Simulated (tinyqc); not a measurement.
Convergence with the mesh: density of states of one tight-binding band on the triangular lattice.

E(k) = -2 t (cos 2 pi k1 + cos 2 pi k2 + cos 2 pi (k1 + k2)); k in fractions of the reciprocal vectors, mesh k_i = j/N with j = 0 .. N-1. Densities are per cell and per spin, so the band holds one state.

Each cell of the mesh is cut along (i+1, j)-(i, j+1) into two triangles. For corner energies e1 <= e2 <= e3 and eij = ei - ej, the share of the triangle below E is n = (E - e1)^2/(e21 e31) for e1 < E < e2 and n = 1 - (e3 - E)^2/(e31 e32) for e2 < E < e3; its density of states is g = dn/dE.

Gaussian broadening: g(E) = mean over the mesh of exp(-(E - E_k)^2/(2 sigma^2))/(sigma sqrt(2 pi)), n(E) = mean of erfc((E_k - E)/(sigma sqrt 2))/2.

Parameters, chosen for this exercise:
- t = 1.13 eV (nearest hopping)
- E = -2.34 eV (energy at which the density is wanted)
- sigma = 0.565 eV (Gaussian width)

At the energy E; the plain count is the share of mesh points below E; the reference is the linear method with N = 240.

Results:
```
N   points  g linear  n linear  g Gaussian  n Gaussian  n plain count
4       16    0.0815    0.1809      0.2621      0.2289         0.0625
6       36    0.0650    0.2077      0.0120      0.1971         0.1944
8       64    0.0665    0.2136      0.0866      0.2386         0.2031
12     144    0.0641    0.2179      0.0583      0.2270         0.2153
16     256    0.0633    0.2193      0.0590      0.2227         0.2148
24     576    0.0627    0.2203      0.0631      0.2224         0.2101
48    2304    0.0627    0.2209      0.0631      0.2224         0.2218
```

reference n and g: 0.2211  0.0626

What does the comparison show?

The linear n(E) stays within 0.002 of the reference from N = 16 on. The Gaussian g stays within 1 % of its last value from N = 24 on; it tends to the broadened curve, not the true one. At the last mesh it lies 0.000 1/eV from the reference g and the linear g 0.000. The plain count errs by +0.0007 at the last mesh.

tinyqc: `OMP_NUM_THREADS=1 python tinyqc.py 1680695 1680696 out.jsonl`; about 0.09 s, one thread, shared Intel(R) Xeon(R) Processor @ 2.30GHz.
